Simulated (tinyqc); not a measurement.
Worked calculation: RHF in the 6-31g basis, for H2, spin multiplicity 1. One step of it, computed by the program tinyqc.

Task: Iteration 2: building the Fock matrix. J_ij = sum D_kl (ij|kl), K_ij = sum D_kl (ik|jl); F = H + J - 0.5 K; E = tr D H + tr D J / 2 - 0.25 tr D K + E_nn.

D after iteration 1:
```
,1H 1s,1H 2s,2H 1s,2H 2s
1H 1s,0.196522,0.388017,0.231925,-0.055516
1H 2s,0.388017,0.766108,0.457917,-0.109613
2H 1s,0.231925,0.457917,0.273705,-0.065518
2H 2s,-0.055516,-0.109613,-0.065518,0.015683
```

core Hamiltonian H = T + V (hartree):
```
,1H 1s,1H 2s,2H 1s,2H 2s
1H 1s,-0.826488,-0.849498,-0.551831,-0.639973
1H 2s,-0.849498,-0.878776,-0.639973,-0.766245
2H 1s,-0.551831,-0.639973,-0.826488,-0.849498
2H 2s,-0.639973,-0.766245,-0.849498,-0.878776
```

Two-electron integrals (ij|kl) in chemists' order, unique and non-zero (hartree):
```
i,j,k,l,(ij|kl)
1,1,1,1,1.076566
2,1,1,1,0.578470
2,1,2,1,0.329423
2,2,1,1,0.587396
2,2,2,1,0.361304
2,2,2,2,0.453150
3,1,1,1,0.253061
3,1,2,1,0.146488
3,1,2,2,0.163989
3,1,3,1,0.086391
3,2,1,1,0.267820
3,2,2,1,0.165533
3,2,2,2,0.207052
3,2,3,1,0.104841
3,2,3,2,0.145947
3,3,1,1,0.555060
3,3,2,1,0.352251
3,3,2,2,0.458026
3,3,3,1,0.253061
3,3,3,2,0.377615
3,3,3,3,1.076566
4,1,1,1,0.377615
4,1,2,1,0.216194
4,1,2,2,0.239132
4,1,3,1,0.104841
4,1,3,2,0.121653
4,1,3,3,0.267820
4,1,4,1,0.145947
4,2,1,1,0.428636
4,2,2,1,0.265854
4,2,2,2,0.339746
4,2,3,1,0.136526
4,2,3,2,0.183621
4,2,3,3,0.428636
4,2,4,1,0.183621
4,2,4,2,0.276250
4,3,1,1,0.352251
4,3,2,1,0.222218
4,3,2,2,0.289836
4,3,3,1,0.146488
4,3,3,2,0.216194
4,3,3,3,0.578470
4,3,4,1,0.165533
4,3,4,2,0.265854
4,3,4,3,0.329423
4,4,1,1,0.458026
4,4,2,1,0.289836
4,4,2,2,0.388301
4,4,3,1,0.163989
4,4,3,2,0.239132
4,4,3,3,0.587396
4,4,4,1,0.207052
4,4,4,2,0.339746
4,4,4,3,0.361304
4,4,4,4,0.453150
```

nuclear repulsion = 0.57084920 hartree

Give: Coulomb J; exchange K; Fock matrix F; total energy of this density.

Result:

Coulomb J (hartree):
```
,1H 1s,1H 2s,2H 1s,2H 2s
1H 1s,1.4502,0.8552,0.4362,0.5836
1H 2s,0.8552,1.0011,0.5470,0.7892
2H 1s,0.4362,0.5470,1.3009,0.7738
2H 2s,0.5836,0.7892,0.7738,0.9306
```

exchange K (hartree):
```
,1H 1s,1H 2s,2H 1s,2H 2s
1H 1s,1.0873,0.9167,0.6770,0.7347
1H 2s,0.9167,0.8749,0.6913,0.7276
2H 1s,0.6770,0.6913,0.8337,0.6831
2H 2s,0.7347,0.7276,0.6831,0.6555
```

Fock matrix F (hartree):
```
,1H 1s,1H 2s,2H 1s,2H 2s
1H 1s,0.0801,-0.4526,-0.4541,-0.4237
1H 2s,-0.4526,-0.3151,-0.4386,-0.3408
2H 1s,-0.4541,-0.4386,0.0576,-0.4172
2H 2s,-0.4237,-0.3408,-0.4172,-0.2760
```

total energy of this density = -1.043166 hartree
